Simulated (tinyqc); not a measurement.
From results to parameters: Hubbard dimer. Computed by the program tinyqc.

Problem. A two-site Hubbard model with two electrons has its ground state at (U - sqrt(U^2 + 16 t^2))/2, the triplet at 0 and the odd ionic singlet at U. Find t, U and the double occupancy per site.

singlet-triplet splitting = 0.038506 eV
gap from the ground state to the ionic odd singlet = 12.008506 eV

Solution. The difference of the two gaps is U and their product is 4 t^2; the double occupancy per site is (1 - U/sqrt(U^2 + 16 t^2))/4.

t, U (eV): 0.340  11.970
double occupancy per site = 0.0016
